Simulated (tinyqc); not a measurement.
Inversion-layer mobility, back-scattering and ballistic limit of a field-effect transistor: one step, computed by the program tinyqc. Command: `OMP_NUM_THREADS=1 python tinyqc.py 3016717 3016718 out.jsonl mos walk`. One thread of a shared host (Intel(R) Xeon(R) Processor @ 2.30GHz), about 0.01 s of CPU time with the checks.

The charge at the top of the source barrier is fixed by the gate; series resistance and short-channel effects are left out. F_j are Fermi integrals normalised to exp(eta) in the classical limit.

Problem. Effective mobility. mu_phonon = mu_ph (E_eff/1 MV/cm)^(-0.3) (T/300 K)^(-1.75); mu_rough = mu_sr (E_eff/1 MV/cm)^(-2); mu_Coulomb = mu_C (N_inv/1e12 cm^-2) (T/300 K); Matthiessen's rule adds 1/mu.

Inputs (values chosen for the exercise, modelled on a strained silicon n-channel):
```
quantity,value,unit
"phonon mobility at 1 MV/cm and 300 K, mu_ph",600,cm^2/(V s)
"roughness mobility at 1 MV/cm, mu_sr",2000,cm^2/(V s)
"Coulomb mobility at N_inv = 1e12/cm^2, mu_C",830,cm^2/(V s)
temperature T,300,K
```

Statistics at the top of the barrier: Fermi-Dirac.

inversion density N_inv = 4.103314e+12 1/cm^2

effective field E_eff = 0.5028988 MV/cm

Give: phonon part; roughness part; Coulomb part; effective mobility mu.

Solution.

phonon part = 737.4 cm^2/(V s)

roughness part = 7908 cm^2/(V s)

Coulomb part = 3406 cm^2/(V s)

effective mobility mu = 563.0 cm^2/(V s)

The phonon part is the lowest and holds 76 % of 1/mu.
